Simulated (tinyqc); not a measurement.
# Changing the cluster binding energy E_b

Model: dopants and charged point defects at anneal temperature: Fermi-level effect, clustering and pairing. Computed by tinyqc, a small Python program. Command: `OMP_NUM_THREADS=1 python tinyqc.py 3010418 3010419 out.jsonl pairing sweep`. One thread of a shared host (Intel(R) Xeon(R) Processor @ 2.30GHz), about 0.02 s of CPU time with the checks.

Boltzmann statistics and full ionisation of active dopants. Energies are counted from the valence band; the defect (a vacancy or self-interstitial) has five charge states, with all degeneracy factors one.

Inputs (values chosen for the exercise, for a model semiconductor):

| quantity | value | unit |
|---|---|---|
| gap at 0 K E_g0 | 1.25 | eV |
| Varshni alpha | 0.000454 | eV/K |
| Varshni beta | 188 | K |
| electron mass m_e | 0.0894 | m_0 |
| valleys M_c | 1 | - |
| hole mass m_h | 0.74 | m_0 |
| anneal temperature T | 860 | K |
| total dopant density N | 3.3e+19 | cm^-3 |
| formation enthalpy of the neutral defect H_f | 2.8 | eV |
| formation entropy S_f | 2.2 | k_B |
| site density N_s | 2.7e+22 | cm^-3 |
| intrinsic dopant diffusivity D_i | 1.3e-17 | cm^2/s |
| anneal time t | 7000 | s |
| dopant atoms per cluster k | 4 | - |

Dopant: acceptor. Second part: clustering of the dopant.

defect levels as fractions of E_g(T): (2+/+), (+/0), (0/-), (-/2-): 0.19  0.33  0.51  0.88

Constants: m_0 = 9.1093837015e-31 kg; k_B = 1.380649e-23 J/K; h = 6.62607015e-34 J s; k_B = 8.617333262e-05 eV/K.

Method:
- E_g = E_g0 - alpha T^2/(T + beta).
- N_c = 2 M_c (2 pi m_e k_B T/h^2)^(3/2) and N_v = 2 (2 pi m_h k_B T/h^2)^(3/2), masses in units of m_0.
- n_i = sqrt(N_c N_v) exp(-E_g/2 k_B T); E_i = E_g/2 + (k_B T/2) ln(N_v/N_c).
- p = A/2 + sqrt(A^2/4 + n_i^2) for an active density A.
- k ionised dopants and k carriers form one neutral cluster: C = N_s (A/N_s)^k (p/N_b)^k exp(E_b/k_B T), N_b the effective density of states of the majority band, and N = A + k C (60 bisections in ln A between ln N - 90 and ln N).
- chi = n/n_i (for acceptors n_i/p); E_F = E_i + k_B T ln chi; field enhancement h = 1 + A/sqrt(A^2 + 4 n_i^2).
- C_0 = N_s exp(S_f/k_B) exp(-H_f/k_B T). Ratios to the neutral state at E_F = E_i: r_+ = exp((E(+/0) - E_i)/k_B T), r_2+ = r_+ exp((E(2+/+) - E_i)/k_B T), r_- = exp((E_i - E(0/-))/k_B T), r_2- = r_- exp((E_i - E(-/2-))/k_B T); at other E_F state q scales as chi^(-q). The enhancement is sum r_q chi^(-q)/sum r_q. The charge on the defects is left out of neutrality.
- If every charge state of the defect carries the dopant equally well, D = D_i x enhancement x h x (active share A/N, a rough stand-in that overstates the dA/dN which immobile clusters call for), D_i being an input held fixed when T or H_f is moved; diffusion length 2 sqrt(D t).

One run for each value:

| cluster binding energy E_b (eV) | active density A (cm^-3) | active share | D/D_i |
|---|---|---|---|
| 0.94 | 3.300e+19 | 0.9999 | 5.481e+01 |
| 1.24 | 3.286e+19 | 0.9957 | 5.417e+01 |
| 1.53 | 2.978e+19 | 0.9025 | 4.113e+01 |
| 1.83 | 2.114e+19 | 0.6405 | 1.597e+01 |
| 2.12 | 1.377e+19 | 0.4171 | 5.090e+00 |
| 2.42 | 8.552e+18 | 0.2591 | 1.526e+00 |
| 2.71 | 5.325e+18 | 0.1614 | 5.008e-01 |
| 3.01 | 3.240e+18 | 0.0982 | 1.729e-01 |

Over the rows, active density A (cm^-3) falls from 3.30e19 to 3.24e18 (exponent d ln y / d ln x -0.015 between the first rows and -4.7 between the last); active share falls from 1.000 to 0.0982 (exponent d ln y / d ln x -0.015 between the first rows and -4.7 between the last); D/D_i falls from 54.8 to 0.173 (exponent d ln y / d ln x -0.043 between the first rows and -10 between the last).
